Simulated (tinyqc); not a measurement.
Depth and level of a trap from the time ratio.

Question. For an oxide trap tc/te = exp(E/Vt) with E = E0 - dpsi - (xt/tox)(Vg - VT - dpsi), dpsi being the rise of the surface potential above its value at threshold. Find xt and E0, and the depth that would be read if dpsi were ignored.

Inputs (values chosen for the exercise): temperature T = 300 K; insulator thickness tox = 11 nm.

Constants: q = 1.602176634e-19 C, kB = 1.380649e-23 J/K, Vt = kB T/q. Results are converted to the units shown.

Vg - VT (V): [0.23, 0.38]
tc/te: [2.3306902, 0.21751314]
dpsi (V): [0.059079795, 0.073584493]

Answer. E + dpsi is a straight line in the oxide voltage Vg - VT - dpsi with slope -xt/tox and intercept E0. Ignoring dpsi assigns the motion of the bands to the trap and overstates its depth.

xt = 3.80 nm
E0 = 0.140 eV
depth read without dpsi = 4.50 nm

Program tinyqc, `OMP_NUM_THREADS=1 python tinyqc.py 2710146 2710147 out.jsonl`; Intel Xeon 2.30GHz, shared host, one thread, about 0.01 s.
